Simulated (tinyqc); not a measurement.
Resistance of a source-drain extension with a graded tip: one step of the calculation.

y runs along the channel, the gate covers y > 0. The doping is N0 for y < y0 and N0 10^(-(y - y0)/la) beyond, uniform over the depth xj. Sheet conductance s(y) = q mu(N) max(N - Nch, 0) xj + (for y > 0) ma Cox Vo, with mu(N) = u0 + (u1 - u0)/(1 + (N/Nr)^au) and Cox = eps0 eox/tox. Current is taken as one-dimensional; depletion of the tip, spreading and the contact are left out. The metallurgical junction lies at yj, where N = Nch.

Task. Sheet resistances and junction position. yj = y0 + la log10(N0/Nch); sheet resistance of the full extension 1/[q mu(N0)(N0 - Nch) xj] and of the gate-induced layer 1/(ma Cox Vo); metallurgical length Lg - 2 yj; ye is where the doped and the gate-induced conductances are equal.

Inputs (values chosen for the exercise); mobility law close to that of electrons in silicon:

| symbol | value | unit | meaning |
|---|---|---|---|
| eox | 22.3 |  | relative permittivity of the gate insulator (close to hafnium oxide) |
| tox | 3.6 | nm | insulator thickness |
| N0 | 1.9e20 | cm^-3 | active doping of the extension far from the gate |
| la | 2.7 | nm/decade | lateral abruptness |
| y0 | 0.6 | nm | position under the gate where the fall begins (gate edge at 0) |
| xj | 18 | nm | depth of the extension |
| Nch | 5.8e17 | cm^-3 | channel doping |
| Vo | 0.42 | V | gate overdrive |
| ma | 85 | cm^2/(V s) | mobility of the gate-induced layer |
| u1 | 1414 | cm^2/(V s) | mobility at low doping |
| u0 | 68.5 | cm^2/(V s) | mobility at high doping |
| Nr | 9.2e16 | cm^-3 | reference doping |
| au | 0.711 |  | exponent |
| Lg | 90 | nm | gate length |

Constants: q = 1.602176634e-19 C, eps0 = 8.8541878128e-14 F/cm where lengths are in cm. Results are converted to the units shown.

Give: yj; sheet resistance of the extension; sheet resistance of the induced layer; metallurgical length; ye; N at ye.

Result.

yj = 7.3914 nm
sheet resistance of the extension = 246.08 ohm/square
sheet resistance of the induced layer = 5107.2 ohm/square
metallurgical length = 75.217 nm
ye = 4.7549 nm
N at ye = 5.4943e18 cm^-3

The gate takes over 2.64 nm before the junction, where N is still 9.47 times the channel doping.

tinyqc, about 0.03 s, one thread, Intel Xeon 2.30GHz (shared host): `OMP_NUM_THREADS=1 python tinyqc.py 2282147 2282148 out.jsonl`
